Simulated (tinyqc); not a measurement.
Velocity against current: domain walls in a thin film with perpendicular anisotropy: Bloch, Neel and chiral walls, motion and stripe domains. Computed by tinyqc, a small Python program. Command: `OMP_NUM_THREADS=1 python tinyqc.py 3012449 3012450 out.jsonl mwall walk`. One thread of a shared host (Intel(R) Xeon(R) Processor @ 2.30GHz), about 0.01 s of CPU time with the checks.

One-dimensional wall: polar angle theta(x), azimuth phi of the moment in the wall (phi = 0 Neel, 90 degrees Bloch). mu_0 = 1.25663706212e-6 T m/A, gamma = 1.76085963023e11 rad/(s T).

Inputs (values chosen for the exercise, for a model film): saturation magnetisation M_s = 658 kA/m; exchange stiffness A = 21 pJ/m; uniaxial anisotropy K_u = 699 kJ/m^3; DMI constant D = 0.28 mJ/m^2; thickness t = 2.7 nm; damping alpha = 0.32; current density J = 1.5 1e12 A/m^2; spin Hall angle theta_SH = 0.086.

Drive: spin-orbit torque.

Constants: hbar = 1.054571817e-34 J s; e = 1.602176634e-19 C.

Method:
- K_eff = K_u - mu_0 M_s^2/2; Delta = sqrt(A/K_eff); sigma_0 = 4 sqrt(A K_eff); profile theta = 2 arctan exp(x/Delta); quality factor Q = 2 K_u/(mu_0 M_s^2).
- sigma(phi) = sigma_0 + 2 Delta K_D cos^2(phi) - pi D cos(phi), with the wall shape anisotropy K_D = N_x mu_0 M_s^2/2, N_x = t ln 2/(pi Delta). The minimum has cos(phi) = D/D_N for D < D_N = 4 Delta K_D/pi and phi = 0 beyond; sigma turns negative at D_c = (sigma_0 + 2 Delta K_D)/pi.
- Spin-orbit drive: B_SL = hbar theta_SH J/(2 e M_s t) acts as the field (pi/2) B_SL cos(phi). Steady state: v = (gamma Delta/alpha)(pi/2) B_SL cos(phi) = gamma Delta [B_D sin(phi) - (B_K/2) sin(2 phi)], B_K = 2 K_D/M_s, B_D = pi D/(2 M_s Delta); the root with phi between its rest value and 90 degrees; v saturates at v_D = gamma Delta B_D.

K_D = 23.1076 kJ/m^3

width parameter Delta = 7.01319 nm

azimuth phi = 0 degrees

saturation velocity v_D = 117.700 m/s

Steady motion:
```
J (1e12 A/m^2)  B_SL (mT)  phi (degrees)  v (m/s)  v at fixed rest phi (m/s)
0.02                0.319          3.550    1.928                       1.93
0.05                0.797          8.597    4.774                       4.83
0.10                1.593         15.758    9.294                       9.66
0.20                3.186         25.942   17.368                      19.31
0.50                7.966         42.133   35.809                      48.29
1.00               15.931         54.912   55.513                      96.57
2.00               31.862         66.661   76.519                     193.15
5.00               79.655         78.289   98.011                     482.86
```

The linear law holds to 5 % in 3 of the eight rows; in the last row v is 83.3 % of v_D = pi gamma D/(2 M_s), which depends on neither alpha nor theta_SH. Caution: pinning, heating and tilting of the wall are left out.

Extremes, crossings and ranges named in words are read from the listed rows.
